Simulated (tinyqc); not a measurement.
What the corrections do to the levels: formation energy of a charged point defect from supercell energies. Computed by tinyqc, a small Python program. Command: `OMP_NUM_THREADS=1 python tinyqc.py 3006114 3006115 out.jsonl formation walk`. One thread of a shared host (Intel(R) Xeon(R) Processor @ 2.30GHz), about 0.01 s of CPU time with the checks.

The host is a compound AB. Making the defect adds n_A = -1, n_B = 0, n_X = 1 atoms to the cell. All total energies are inputs. E_F is counted from the valence-band maximum (VBM); x = 0 is A-rich and x = 1 B-rich growth.

Inputs (values chosen for the exercise, for a model compound AB): gap E_g = 2.41 eV; E_VBM of the host cell = 3.987 eV; potential alignment dV = -0.14 eV; dielectric constant eps = 9.6; cell length L = 9.25 angstrom; mu_A of the pure element = -3.667 eV; formation enthalpy dH of AB = -2.06 eV; growth condition x = 0.41; mu_X of the pure element = -1.392 eV; formation enthalpy of XB = -0.63 eV.

Defect: impurity X on an A site. Supercell lattice: fcc.

charge states q: [0, -1, -2]

E(defect, q) - E(host), in the order of q (eV): [4.68, 10.442, 14.821]

Constants: e^2/(4 pi eps_0) = 14.39964548 eV angstrom.

Method:
- dmu_A = x dH and dmu_B = (1 - x) dH, so that dmu_A + dmu_B = dH; mu = mu(element) + dmu. The impurity is held at its solubility limit: dmu_X = min(0, dH(XB) - dmu_B).
- The reservoir term is sum n_i mu_i.
- Image-charge correction of a point charge in a neutralising background: E_corr = q^2 alpha e^2/(4 pi eps_0) / (2 eps L), alpha = 2.888282 for a fcc array with L the cube root of the volume.
- E_f(q, E_F) = [E(defect, q) - E(host)] - sum n_i mu_i + q (E_VBM + dV + E_F) + E_corr(q).
- Levels eps(q/q-1) with the terms q dV and E_corr left out or kept.

E_f(q, 0) (eV): (q=0) 1.56040, (q=-1) 3.70958, (q=-2) 4.94412

E_corr (eV): (q=0) 0.000000, (q=-1) 0.234179, (q=-2) 0.936717

Levels above the VBM (eV):
```
level       raw  with alignment  with image charge  with both
(0/-1)   1.7750          1.9150             2.0092     2.1492
(-1/-2)  0.3920          0.5320             1.0945     1.2345
```

What follows from these numbers?

Alignment moves every level by -dV = +0.140 eV. The image term moves eps(q/q-1) by (1 - 2q) E_corr(1): (0/-1) by +0.234, (-1/-2) by +0.703 eV, donor levels down and acceptor levels up. It adds 2 E_corr(1) = 0.468 eV to every U. Caution: the largest image-charge correction in these energies, q^2 alpha e^2/(8 pi eps_0 eps L) with alpha = 2.888282, exceeds a quarter of the gap; the point-charge term alone is then a rough estimate, usually too large for a charge that is spread out.

Extremes, crossings and ranges named in words are read from the listed rows.
